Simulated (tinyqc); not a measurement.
Space-charge-limited current through a thin insulating or semi-insulating film with traps: one step, computed by the program tinyqc. Command: `OMP_NUM_THREADS=1 python tinyqc.py 3025292 3025293 out.jsonl sclc walk`. One thread of a shared host (Intel(R) Xeon(R) Processor @ 2.30GHz), about 0.01 s of CPU time with the checks.

One ohmic injecting contact at x = 0 (field zero), drift only, non-degenerate free carriers.

Problem. One point of the curve. Free density n_0 = N_c exp(-E_0/k_B T) in equilibrium; trapped density n_t(n) = N_t (n/N_c)^(T/T_c) (the low-temperature form). J = e mu n F and (eps eps_0/e) dF/dx = n - n_0 + n_t(n) - n_t(n_0) = rho(n). With F = J/(e mu n): d = (eps eps_0 J/(e^2 mu)) I_1 and V = (eps eps_0 J^2/(e^3 mu^2)) I_2, I_k = int_(n_L)^infinity dn/(n^(k+1) rho(n)), n_L the density at the anode; with u = n_L/n, 200 Gauss-Legendre points in t, u = 1 - (1 - t)^2. Anode field J/(e mu n_L); Mott-Gurney current (9/8) eps eps_0 mu V^2/d^3; ohmic current e n_0 mu V/d.

Inputs (values chosen for the exercise, modelled on Si3N4):

| quantity | value | unit |
|---|---|---|
| permittivity eps | 7.5 | - |
| band mobility mu | 0.095 | cm^2/(V s) |
| effective density of states N_c | 9.1e+19 | 1/cm^3 |
| trap density N_t | 3.2e+17 | 1/cm^3 |
| equilibrium Fermi level below the band edge, E_0 | 0.58 | eV |
| thickness d | 170 | nm |
| free density at the anode, in units of N_c | 3.1e-07 | - |
| temperature T | 250 | K |
| characteristic temperature T_c | 900 | K |

Traps: exponential tail.

Constants: k_B = 8.617333262e-05 eV/K; eps_0 = 8.8541878128e-12 F/m; e = 1.602176634e-19 C.

Give: I_1; I_2; current density J; voltage V; anode field over mean field V/d; trap-free Mott-Gurney current; ohmic current.

Solution.

I_1 = 5.670e-30 cm^6

I_2 = 1.135e-43 cm^9

current density J = 0.01101 A/cm^2

voltage V = 0.2462 V

anode field over mean field V/d = 1.770

trap-free Mott-Gurney current = 0.8757 A/cm^2

ohmic current = 4.074e-08 A/cm^2
